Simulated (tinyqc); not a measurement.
## Partial widths from the peak

Problem. A Breit-Wigner resonance has total width G = GL + GR and peak transmission Tp = 4 GL GR/G^2. GL is known to be the larger. Find GL, GR and the lifetime hbar/G.

Constants: q = 1.602176634e-19 C, hbar = 1.054571817e-34 J s. Results are converted to the units shown.

G = 1.6434803 meV
Tp = 0.67967842

Answer. GL and GR have the sum G and the product Tp G^2/4, so they are (G/2)(1 +/- sqrt(1 - Tp)).

GL = 1.29 meV
GR = 0.357 meV
lifetime = 400 fs

Program tinyqc, `OMP_NUM_THREADS=1 python tinyqc.py 2600029 2600030 out.jsonl`; Intel Xeon 2.30GHz, shared host, one thread, about 0.08 s.
